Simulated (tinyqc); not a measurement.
# Thin-film transistor with exponential tail and deep states, accumulation layer: transfer curve

An undoped film in accumulation, thicker than the space-charge layer. With band bending psi the Fermi level lies E0 - psi below the band edge. Free electrons n = n0 exp(psi/Vt) carry the current; electrons in two exponential distributions of traps, a = a0 exp(psi/Va) and d = d0 exp(psi/Vp), do not. Linear regime, ohmic contacts, traps in equilibrium.

Va = kB Tt/q, Vp = kB Td/q; n0 = Nc exp(-E0/Vt), a0 = Nt th(T/Tt) exp(-E0/Va), d0 = Nd th(T/Td) exp(-E0/Vp), th(x) = pi x/sin(pi x). G(psi) = sum over the three kinds of c0 [V (exp(psi/V) - 1) - psi], field F = sqrt(2 q G/(eps0 eps_r)); Vg = psi + eps0 eps_r F/Ci at the surface. Total charge Q = Ci (Vg - psi_s); free charge Qf = q times the integral of n0 (exp(psi/Vt) - 1)/F over psi from 0 to psi_s; I = (W/L) mb Qf Vd; effective mobility mb Qf/Q. The last column is d ln I/d ln Vg.

Parameters, values chosen for the exercise; values close to those of amorphous indium gallium zinc oxide:
```
symbol   value        unit                                        meaning
T          290           K                                    temperature
eps_r       10                 relative permittivity of the semiconductor
Nc      5.4e18       cm^-3                     density of extended states
mb          13  cm^2/(V s)                                  band mobility
Nt      3.1e18       cm^-3                   total density of tail states
Tt         360           K         characteristic temperature of the tail
Nd      8.9e16       cm^-3                   total density of deep states
Td        1460           K  characteristic temperature of the deep states
E0        0.58          eV           bulk Fermi level below the band edge
Ci         100     nF/cm^2                               gate capacitance
WL          10                                                  ratio W/L
Vd        0.05           V                                  drain voltage
```

Constants: q = 1.602176634e-19 C, kB = 1.380649e-23 J/K, Vt = kB T/q, eps0 = 8.8541878128e-14 F/cm where lengths are in cm. Results are converted to the units shown.

Transfer curve:
```
Vg (V)	E0 - psi_s (eV)	Q (nC/cm^2)	free share (%)	effective mobility (cm^2/(V s))	I (nA)	exponent
0.17	0.4577	4.767	0.001262	1.640e-4	3.910e-4	3.425
0.28	0.3854	8.545	0.006531	8.490e-4	0.003627	5.664
0.46	0.2818	16.18	0.1091	0.01419	0.1147	8.039
0.75	0.1741	34.41	1.900	0.2470	4.250	5.716
1.2	0.1092	72.92	6.426	0.8353	30.46	3.107
2	0.06123	148.1	11.60	1.509	111.7	2.144
3.2	0.02521	264.5	16.16	2.101	277.8	1.776
```

The current rises from 3.91e-4 to 278 nA and the free share rises from 0.00126 to 16.2 %; the exponent goes from 3.42 through a maximum of 8.04 (at Vg = 0.46 V among the rows listed) to 1.78. If one kind of trap held all the charge, I would go as Q^(2 Tx/T - 1): 9.07 for the deep states, 1.48 for the tail and 1 for free electrons alone. At Vg = 3.2 V the surface Fermi level is within 2 Vt of the band edge, where the exponential forms fail. For Vg = 0.75 to 3.2 V the th form, which assumes a Fermi level far below the edge, overcounts the filled tail at the surface by more than 15 %.

Numbers from tinyqc (`OMP_NUM_THREADS=1 python tinyqc.py 2610128 2610129 out.jsonl`; about 0.02 s on one thread of a shared Intel Xeon 2.30GHz).
